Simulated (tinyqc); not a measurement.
Inside a calculation: thin-film optics by transfer matrices. Values are carried at full precision from step to step, so a last printed digit may differ when a step is redone from the rounded ones.

Indices N = n + i k. Snell: N0 sin(theta) = N_j sin(theta_j), with Im(N_j cos theta_j) >= 0. Admittance y_j = N_j cos theta_j for s and N_j/cos theta_j for p. Phase delta_j = 2 pi N_j cos theta_j d_j/lambda. Layer matrix [[cos delta, -i sin delta/y], [-i y sin delta, cos delta]], multiplied from the top down to M. (B, C) = M (1, y_sub); r = (y0 B - C)/(y0 B + C), R = |r|^2, T = 4 Re y0 Re y_sub/|y0 B + C|^2, absorbed in the films 1 - R - T.

Parameters, chosen for this exercise (indices near those of resist on polySi; the results hold for these values, not for the real material): lam = 365 nm (vacuum wavelength); n0 = 1 (ambient index); n = (1.707, 4.843) (n of resist, substrate); k = (0.026, 2.563) (k in the same order); d = (243) nm (thicknesses, top first); theta = 30 degrees (angle of incidence); pol = s (polarisation).

## Angles, admittances and phases

Form cos theta_j, y_j and delta_j.

cos theta_j: ambient 0.8660, film 1 0.9562+0.0014i, substrate 0.9977+0.0035i

y_j: ambient 0.8660, film 1 1.6321+0.0272i, substrate 4.8228+2.5737i

delta_j (rad): film 1 6.8274+0.1137i

## Layer matrices and their product

Form each matrix and multiply from the top down.

M:
```
                1               2
1  0.8611-0.0590i  0.0544-0.3202i
2  0.1733-0.8478i  0.8611-0.0590i
```

Each matrix has determinant 1, and so has M.

## Reflection and transmission

Close the stack on the substrate.

B, C: 1.9476-1.4630i  4.4781+1.0838i

r = -0.4411-0.3944i
R = 0.3501
T into the substrate = 0.4392
absorbed in the films = 0.2106

The bare substrate would reflect 0.5715.

## Ellipsometric angles

Ellipsometry: rho = tan(Psi) exp(i Delta) = -conj(r_p/r_s) with the r of the admittance formula, Delta in 0 to 360 degrees, so that a bare dielectric at small angles gives Delta = 180.

Repeat the steps for both polarisations.

r_s = -0.4411-0.3944i
r_p = -0.3221-0.4098i
Psi = 41.38 degrees
Delta = 169.98 degrees

## Checks

- R against the recursion of Airy sums from the substrate up: both 0.35014.

Program tinyqc; command `OMP_NUM_THREADS=1 python tinyqc.py 1681885 1681886 out.jsonl`; about 0.01 s on one thread of a shared Intel(R) Xeon(R) Processor @ 2.30GHz.
